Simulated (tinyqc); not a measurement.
What each parameter does: inversion layer as a triangular well, valleys of the Si type.

Six ellipsoidal valleys with their long axes along the cube axes, mass ml along the axis and mt across it. For a valley whose axis makes the angle theta with the surface normal, 1/m_z = cos^2(theta)/ml + sin^2(theta)/mt sets the confinement; in the plane the masses are m_1 = mt and m_2 = ml mt/m_z, and m_d = sqrt(m_1 m_2).

The field is taken as constant, e F = 4 pi (e^2/4 pi eps0)(Nd + eta Ns)/eps, with 1e12/cm^2 = 1e-4/angstrom^2, and the oxide as a hard wall at z = 0; c = hbar^2/2m0.

Level j of a valley lies at E_j = a_j (c (e F)^2/m_z)^(1/3) above the band edge at the surface, with the Airy zeros a_j = 2.338107, 4.087949, 5.520560, 6.786708, 7.944134, 9.022651, 10.040174, 11.008524, 11.936016, 12.828777, and has <z> = 2 E_j/(3 e F).

Subband i holds n_i = g m_d/(2 pi c) kB T ln(1 + exp((EF - E_i)/kB T)) (spin included), and EF is fixed by sum n_i = Ns over the levels listed or, where none are listed, over j = 0 to 9 of each group; 1e12/cm^2 = 1e-4/angstrom^2.

Constants: hbar^2/2m0 = 3.80998211 eV angstrom^2; e^2/(4 pi eps0) = 14.39964547 eV angstrom; kB = 8.617333262e-05 eV/K.

Inputs chosen for the exercise (near those of Si; shifted at random, so the results belong to these values and not to a real crystal): ml = 0.913 m0 (longitudinal mass); mt = 0.189 m0 (transverse mass); eps = 11.6 (dielectric constant); Nd = 1.6 x 1e12/cm^2 (depletion charge); eta = 0.5 (share of Ns in the effective field); face = 111 (surface); Ns = 1.2 x 1e12/cm^2 (electron sheet density); T = 300 K (temperature).

Field, ladders and EF anew.

Results for these values:

| case | lowest E (eV) | EF (eV) | share of lowest (%) | <z> (angstrom) |
|---|---|---|---|---|
| base | 0.1307 | 0.0543 | 97.6 | 25.86 |

What happens to each result for mt = 0.208 m0, all else kept?

Answer: lowest E falls from 0.1307 to 0.1270; EF falls from 0.0543 to 0.0491; share of lowest falls from 97.6 to 97.3; <z> falls from 25.86 to 25.18.

The same for each parameter in turn:

| case | lowest E (eV) | EF (eV) | share of lowest (%) | <z> (angstrom) |
|---|---|---|---|---|
| base | 0.1307 | 0.0543 | 97.6 | 25.86 |
| Ns = 0.6 x 1e12/cm^2 | 0.1185 | 0.0236 | 96.6 | 27.37 |
| Nd = 3.2 x 1e12/cm^2 | 0.1881 | 0.1123 | 99.6 | 21.23 |
| T = 260 K | 0.1307 | 0.0680 | 98.7 | 25.65 |
| ml = 1.004 m0 | 0.1303 | 0.0528 | 97.6 | 25.79 |
| mt = 0.208 m0 | 0.1270 | 0.0491 | 97.3 | 25.18 |
| eps = 10.4 | 0.1406 | 0.0643 | 98.2 | 24.82 |

Run: tinyqc, `OMP_NUM_THREADS=1 python tinyqc.py 1252133 1252134 out.jsonl`; Intel(R) Xeon(R) Processor @ 2.30GHz, one thread, shared host; about 0.01 s of CPU time with all checks.
